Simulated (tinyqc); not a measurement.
Resistance of a tapered via with liner, size effect and interface: via resistance against the diameter at the bottom.

A round via whose diameter grows from db at the bottom as D(z) = db + 2 z/tan(ang). The fill, of diameter D - 2 tl, starts above the bottom liner (thickness fb tl) and has rho = rho0 (1 + ks lam/(D - 2 tl)); the sidewall liner conducts in parallel with it. The bottom liner and the interface are crossed over the full area pi db^2/4. Spreading in the lines above and below is left out.

Slices between z0 = fb tl and hv, evaluated at their midpoints: conductance per length pi/4 [(D - 2 tl)^2/rho + (D^2 - (D - 2 tl)^2)/rl], slice resistance = slice height over that. 2000 slices. R_fill = sum of the slices; R_bottom = rl fb tl/(pi db^2/4); R_interface = ri/(pi db^2/4); ballistic (Sharvin) limit 1/(Sb pi (db - 2 tl)^2/4); ideal cylinder rho0 hv/(pi db^2/4).

Parameters, values chosen for the exercise; fill metal close to tungsten:
- hv = 120 nm (height)
- ang = 88 degrees (sidewall angle)
- rho0 = 5.44 uohm cm (bulk resistivity of the fill)
- lam = 15.3 nm (mean free path of the fill)
- ks = 0.9 (size-effect factor)
- tl = 3.1 nm (liner on the sidewall)
- fb = 0.5 (liner at the bottom over that on the sidewall)
- rl = 210 uohm cm (resistivity of the liner)
- ri = 5.5e-13 ohm cm^2 (interface resistivity at the bottom)
- Sb = 9.1e14 S/m^2 (ballistic conductance per area, about 3/(4 rho0 lam))

Results:
```
db (nm),R_fill (ohm),R_bottom (ohm),R_interface (ohm),R (ohm),ballistic limit (ohm),R over ideal cylinder,largest part
8.3,881.2,60.16,1.017,942.4,317.3,7.811,fill
16,88.48,16.19,0.2735,104.9,14.57,3.232,fill
22,35.43,8.563,0.1447,44.14,5.605,2.570,fill
30,15.71,4.605,0.07781,20.39,2.470,2.208,fill
42,6.888,2.349,0.03970,9.277,1.092,1.969,fill
58,3.250,1.232,0.02082,4.503,0.5214,1.823,fill
80,1.582,0.6476,0.01094,2.240,0.2569,1.725,fill
```

Estimate the missing row, db = 11 nm.

Computed row:
```
db (nm),R_fill (ohm),R_bottom (ohm),R_interface (ohm),R (ohm),ballistic limit (ohm),R over ideal cylinder,largest part
11,305.9,34.25,0.5787,340.8,60.73,4.961,fill
```

With this row back in the table: R falls from 942 to 2.24 ohm. The fill is the largest part at db = 8.3 and in all other rows. R goes as db^(-3.61) between the first two rows and db^(-2.17) between the last two; area alone gives -2.

tinyqc, about 0.01 s, one thread, Intel Xeon 2.30GHz (shared host): `OMP_NUM_THREADS=1 python tinyqc.py 2750185 2750186 out.jsonl`
